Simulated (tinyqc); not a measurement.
Absorption coefficient and reflectance from two thicknesses.

Question. With transparent contact layers the responsivity is (1 - Rf)(1 - exp(-al wi)) q lam/(h c). The second absorber is twice as thick as the first. Find al and Rf.

Values chosen for this exercise:
- lam = 1550 nm (wavelength)

Constants: q = 1.602176634e-19 C, h = 6.62607015e-34 J s, c = 299792458 m/s. Results are converted to the units shown.

responsivity for wi = 0.8 and 1.6 um (A/W): 0.36554962  0.57840268

Answer. The ratio of the responsivities is 1 + exp(-al w1), which gives al; either value then gives 1 - Rf.

al = 6760 1/cm
Rf = 0.3000

Program tinyqc, `OMP_NUM_THREADS=1 python tinyqc.py 2250118 2250119 out.jsonl`; Intel Xeon 2.30GHz, shared host, one thread, about 0.01 s.
